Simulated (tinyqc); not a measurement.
Spin curve: spin coating of a resist or spin-on film: centrifugal thinning, evaporation and the final thickness (Emslie and Meyerhofer models). Computed by tinyqc, a small Python program. Command: `OMP_NUM_THREADS=1 python tinyqc.py 3111214 3111215 out.jsonl spincoat walk`. One thread of a shared host (Intel(R) Xeon(R) Processor @ 2.30GHz), about 0.09 s of CPU time with the checks.

A Newtonian film stays uniform over the wafer; solvent and solids have the same density and the concentration is uniform through the thickness.

Inputs (values chosen for the exercise, of the order of those of a polymer resist in an ester solvent):
```
quantity                                 value          unit
solids volume fraction c0                 0.27             -
kinematic viscosity of the solvent nu_s    1.6        mm^2/s
viscosity constant k                      1100        mm^2/s
viscosity exponent gamma                   2.5             -
spin speed f                              2500           rpm
evaporation rate at 1000 rpm e0          0.053  micrometre/s
starting thickness h0                      300    micrometre
wafer radius R                             100            mm
```

Method:
- omega = 2 pi f/60; nu(c) = nu_s + k c^gamma; evaporation rate e = e0 sqrt(f/1000 rpm).
- Flow constant K = 2 omega^2/(3 nu(c0)); Reynolds number of the air omega R^2/nu_air with nu_air = 15 mm^2/s.
- Meyerhofer estimate: flow rules until (1 - c0) K h^3 = e, then evaporation alone: h_w = (e/((1 - c0) K))^(1/3), dry film c0 h_w.
- Full model for solids s and liquid l per area, h = s + l, c = s/h: ds/dt = -c Q, dl/dt = -(1 - c) Q - e, Q = 2 omega^2 h^3/(3 nu(c)); integrated adaptively (relative tolerance 1e-9) until l = 0.

dry film, estimate = 1288.58 nm

Dry film against speed:
```
f (rpm)  full model (nm)  estimate (nm)  time to dry (s)
500               3163.7         2881.4           266.61
1000              2237.1         2037.4           133.34
1500              1826.6         1663.6            88.90
2000              1581.9         1440.7            66.68
3000              1291.6         1176.3            44.45
4000              1118.6         1018.7            33.34
6000               913.3          831.8            22.23
```

What does the comparison show, and why?

The full thickness goes as f^-0.500; the estimate as (e/omega^2)^(1/3) = f^(-1/2). The time to dry goes as f^-1.00. A thickness window of 1 % allows a speed error of about 2 %.
